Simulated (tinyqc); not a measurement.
# Worked calculation: off-state leakage of single and stacked transistors

Program tinyqc, `OMP_NUM_THREADS=1 python tinyqc.py 2242253 2242254 out.jsonl`; Intel Xeon 2.30GHz, shared host, one thread, about 0.03 s. Printed values are rounded.

n-channel devices of unit width. Subthreshold current I(Vg, Vs, Vd) = I0 (T/300 K)^0.5 exp[(Vg - Vs - VT(T) - gb (Vs - Vb) + dd (Vd - Vs))/(nf Vt)] (1 - exp(-(Vd - Vs)/Vt)), VT(T) = VT - cT (T - 300 K). Gate-edge tunnelling Ig (Vd/1 V) exp(ag (Vd - 1 V)), for a gate at 0 V, and band-to-band leakage Ab u exp(-Bb/u), u = Vd - Vb + 1 V, flow at a drain held at V; both are taken as independent of T. In a stack of off transistors (all gates at 0 V) the same subthreshold current passes through each.

Values chosen for this exercise; values of the order met in bulk silicon logic transistors: temperature T = 398 K; supply voltage V = 0.9 V; threshold at 300 K, zero drain and body bias VT = 0.35 V; fall of the threshold with temperature cT = 0.8 mV/K; current at threshold at 300 K I0 = 0.2 uA/um; slope factor nf = 1.24; drain-induced lowering per volt dd = 0.1; rise of the threshold per volt of source-body bias gb = 0.22; gate-edge tunnelling current at 1 V Ig = 0.0008 uA/um; exponential slope of the gate current ag = 3.3 1/V; prefactor of band-to-band leakage at the drain Ab = 5 uA/(um V); its exponential voltage Bb = 29 V; body voltage Vb = 0 V.

Constants: q = 1.602176634e-19 C, kB = 1.380649e-23 J/K, Vt = kB T/q. Results are converted to the units shown.

## Leakage of one transistor

Vg = Vs = 0, Vd = V; effective threshold VT(T) - gb Vb - dd V.

effective threshold = 0.1816 V
parts (nA/um): subthreshold 3.220545, gate edge 0.5176251, band-to-band 0.002233667
total = 3.740404 nA/um
shares (%): subthreshold 86.10153, gate edge 13.83875, band-to-band 0.05971726

The subthreshold part is the largest.

## Starting value

Vx = dd V/(1 + gb + 2 dd), the solution for Vx well above Vt, rounded to three decimals.

Vx at the start = 0.063 V

## Iteration 1: new Vx

Stack of two, Vx the node between them: I_low = I(0, 0, Vx), I_up = I(0, Vx, V), f = ln(I_up/I_low), f' = -(1 + gb + 2 dd)/(nf Vt) - 1/(Vt (exp(Vx/Vt) - 1)) - 1/(Vt (exp((V - Vx)/Vt) - 1)), Vx(new) = Vx - f/f'.

I_low = 0.3782931 nA/um
I_up = 0.4557299 nA/um
f = 0.1862311
f' = -38.91485 1/V
Vx after iteration 1 = 0.06778561 V

## Iteration 2: new Vx

As before.

I_low = 0.3920159 nA/um
I_up = 0.3928249 nA/um
f = 0.002061511
f' = -38.07950 1/V
Vx after iteration 2 = 0.06783974 V

## Iteration 3: new Vx

As before.

I_low = 0.3921653 nA/um
I_up = 0.3921654 nA/um
f = 2.324583e-7
f' = -38.07092 1/V
Vx after iteration 3 = 0.06783975 V

## Course of the iteration

Stop when the step is below 1e-11 V, or after 40 iterations.

Course of the iteration:
```
iteration  Vx before the step (V)  step (V)
1                           0.063   4.79e-3
2                      0.06778561   5.41e-5
3                      0.06783974   6.11e-9
4                      0.06783975   < 1e-15
```

Converged in 4 iterations. The subthreshold current of the stack is 0.3922 nA/um, 8.21 times less than that of one transistor (the drain leakage is unchanged); the estimate exp[dd V (1 + gb + dd)/((1 + gb + 2 dd) nf Vt)] gives 7.15.
